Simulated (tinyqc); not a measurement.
Velocity against field: two-valley model of the transferred-electron effect. Computed by tinyqc, a small Python program. Command: `OMP_NUM_THREADS=1 python tinyqc.py 3011239 3011240 out.jsonl gunn walk`. One thread of a shared host (Intel(R) Xeon(R) Processor @ 2.30GHz), about 0.01 s of CPU time with the checks.

Both kinds of valley share one electron temperature T_e, and each has a constant mobility.

Inputs (values chosen for the exercise, modelled on GaAs):
```
quantity,value,unit
central-valley mass m1,0.069,m_0
satellite-valley mass m2,0.23,m_0
satellite valleys Z,4,-
valley separation dE,0.32,eV
central-valley mobility mu1,8200,cm^2/(V s)
satellite-valley mobility mu2,170,cm^2/(V s)
energy relaxation time tau_E,0.82,ps
lattice temperature T,300,K
electric field F,3.4,kV/cm
```

Solver: bisection.

Constants: k_B = 8.617333262e-05 eV/K.

Method. Density-of-states ratio R = Z (m2/m1)^(3/2); n2/n1 = R exp(-dE/(k_B T_e)); mean mobility mu = (mu1 + mu2 n2/n1)/(1 + n2/n1); energy balance e mu F^2 = (3/2) k_B (T_e - T)/tau_E; v = mu F.

low-field mobility = 8199.18 cm^2/(V s)

R = 24.3432

The curve:
```
F (kV/cm),T_e (K),share in the satellites (%),v (1e7 cm/s),low-field line (1e7 cm/s)
0.34,306.0,1.3067e-02,0.2788,0.279
0.85,337.6,4.0618e-02,0.6967,0.697
1.70,449.4,6.2397e-01,1.3855,1.394
2.40,587.3,4.1879e+00,1.8873,1.968
3.40,793.1,1.8389e+01,2.2859,2.788
4.80,1030.6,3.9868e+01,2.3993,3.936
6.80,1314.2,5.9062e+01,2.3510,5.575
10.00,1731.1,7.4023e+01,2.2560,8.199
17.00,2684.2,8.5922e+01,2.2108,13.939
34.00,5802.6,9.2773e+01,2.5512,27.877
```

v falls between 4.8 and 17 kV/cm, while the share in the slow valleys goes from 40 to 86 %: transfer outruns the rise of the field. With constant mobilities n2/n1 tends to R and v ends on the line (mu1 + R mu2) F/(1 + R), a mobility of 487; real satellites saturate instead. Rows with T_e above 3000 K lie outside the range of a Maxwellian in parabolic valleys.

Extremes, crossings and ranges named in words are read from the listed rows.
